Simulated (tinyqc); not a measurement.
## Strained alloy layer of GaSb and GaAs on (001) InP, model-solid band line-up: gaps, strain and offsets against composition

The layer is x parts of the first compound and 1 - x of the second, grown coherently on the third as substrate and barrier. Rows of the table: lattice constant a, average valence level Ea on an absolute scale, spin-orbit splitting so, gaps at Gamma, X and L, hydrostatic deformation potentials av and ac (Gamma), shear potential b, elastic constants, electron and heavy-hole (along z) masses. All are interpolated linearly in x; gaps get -C x (1 - x), taken wholly in the conduction band; real line-ups can differ from this model by 0.1 eV or more.

In-plane strain e = (a_substrate - a)/a, e_z = -2 (c12/c11) e, volume change 2 e + e_z. With v = 2 e + e_z and d = 2 b (e_z - e): Eav = Ea + av v; E_hh = Eav + so/3 - d/2; E_lh = Eav - so/6 + d/4 + sqrt(so^2 + so d + 9 d^2/4)/2; E_c = Ea + so/3 + EG + ac v (Gamma). Substrate: E_v = Ea + so/3, E_c = E_v + EG. Well depths: dEc = E_c(substrate) - E_c, dEhh = E_hh - E_v(substrate), dElh likewise; strained Gamma gap E_c - max(E_hh, E_lh); positive values confine carriers in the layer. Matthews-Blakeslee for 60-degree dislocations in a single layer: hc = k (ln(hc/bv) + 1), k = bv (1 - nu/4)/(4 pi |e| (1 + nu)), nu = c12/(c11 + c12), bv = a/sqrt(2); the larger root. The valence offset is the larger of dEhh and dElh; a dash marks |e| under 0.02 % or no root.

Values chosen for this exercise: bowing of the Gamma gap CG = 1.43 eV; bowing of the X gap CX = 1.2 eV; bowing of the L gap CL = 1.2 eV.

Binary compounds, values chosen for the exercise:
```
,close to GaSb,close to GaAs,close to InP
a (angstrom),6.096,5.653,5.869
Ea (eV),-6.25,-6.92,-7.04
so (eV),0.769,0.344,0.109
EG (eV),0.715,1.42,1.33
EX (eV),1.03,1.87,2.18
EL (eV),0.805,1.69,1.95
av (eV),0.79,1.16,1.27
ac (eV),-6.92,-7.18,-5.11
b (eV),-2.02,-1.68,-1.7
c11 (GPa),87.2,117,100
c12 (GPa),40.5,53.2,55.4
me (m0),0.0394,0.066,0.0798
mh (m0),0.249,0.345,0.523
```

Gaps, strain and offsets against composition:
```
x,e (%),relaxed Gamma gap (eV),lower of X and L gaps (eV),strained Gamma gap (eV),E_hh - E_lh (meV),dEc (eV),valence offset (eV),hc (nm)
0.25,1.8261,0.97562,1.2437,0.73714,-137.78,0.094317,0.49855,4.13
0.31,1.3586,0.89557,1.1590,0.72086,-101.00,0.089200,0.51994,6.27
0.38,0.81871,0.81519,1.0710,0.71190,-59.745,0.070914,0.54719,12.3
0.44,0.36047,0.75745,1.0049,0.71273,-25.868,0.044679,0.57259,34.8
0.5,-0.093625,0.71000,0.94750,0.71481,6.6034,0.0086897,0.60650,174
0.56,-0.54363,0.67285,0.89872,0.70028,37.672,-0.037057,0.66678,21.1
0.62,-0.98960,0.64599,0.85858,0.69502,67.374,-0.092566,0.72755,9.80
0.69,-1.5049,0.62767,0.82267,0.70060,100.38,-0.16967,0.79907,5.60
0.75,-1.9423,0.62313,0.80125,0.71545,127.35,-0.24634,0.86089,3.91
```

The relaxed Gamma gap falls from 0.976 to 0.623 eV and the strained one moves up and down between 0.695 and 0.737 eV. The lattice matches the substrate at x = 0.488; the heavy hole is on top where the layer is compressed (e < 0) and the light hole where it is stretched. dEc falls from 0.0943 to -0.246 eV and the valence offset rises from 0.499 to 0.861 eV. At the largest strain listed, -1.94 %, strain changes the gap by 92.3 meV.

Program tinyqc, `OMP_NUM_THREADS=1 python tinyqc.py 2690080 2690081 out.jsonl`; Intel Xeon 2.30GHz, shared host, one thread, about 0.01 s.
